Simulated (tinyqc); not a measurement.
Gated two-dimensional channel with two bands, quantum capacitance: two steps of the calculation.

phi is the Fermi level above the lowest band edge, in volts; Vg is counted from the gate voltage at which an empty channel would have phi = 0. The channel has no thickness; trap charge is -q Dit phi.

Inputs (values chosen for the exercise); lowest band close to that of a thin germanium body:
```
symbol   value         unit                                                                 meaning
T          300            K                                                             temperature
eox        3.9               relative permittivity of the gate insulator (close to silicon dioxide)
tox         10           nm                                                     insulator thickness
md      0.0806           m0                                                           in-plane mass
gv           1                                                                    valley degeneracy
m2        0.15           m0                           in-plane mass of a second band, chosen freely
g2           1                                        valley degeneracy of that band, chosen freely
E2        0.29           eV                                        second band edge above the first
Dit          0  cm^-2 eV^-1                                                        density of traps
Vg        0.98            V                                                            gate voltage
```

Constants: q = 1.602176634e-19 C, kB = 1.380649e-23 J/K, hbar = 1.054571817e-34 J s, m0 = 9.1093837015e-31 kg, Vt = kB T/q, eps0 = 8.8541878128e-14 F/cm where lengths are in cm. Results are converted to the units shown.

Problem 1. Gate capacitance. Cox = eps0 eox/tox.

Find: Cox.

Solution 1.

Cox = 0.3453 uF/cm^2

Problem 2. New phi. D1 = gv md m0 q/(pi hbar^2), D2 = g2 m2 m0 q/(pi hbar^2) per eV; n1 = D1 Vt ln(1 + exp(phi/Vt)), n2 = D2 Vt ln(1 + exp((phi - E2)/Vt)), n = n1 + n2; Cq = q dn/dphi = q [D1/(1 + exp(-phi/Vt)) + D2/(1 + exp((E2 - phi)/Vt))]. Newton: f = phi + q (n + Dit phi)/Cox - Vg, phi(new) = phi - f/(1 + (Cq + q Dit)/Cox).

phi after iteration 1 = 0.068663143 V
Cox = 0.34531332 uF/cm^2

Wanted: n1; n2; Cq; f; phi after iteration 2.

Solution 2.

n1 = 2.3709e12 cm^-2
n2 = 3.0985e8 cm^-2
Cq = 5.0423 uF/cm^2
f = 0.18885 V
phi after iteration 2 = 0.056559 V

Program tinyqc, `OMP_NUM_THREADS=1 python tinyqc.py 2200060 2200061 out.jsonl`; Intel Xeon 2.30GHz, shared host, one thread, about 0.01 s.
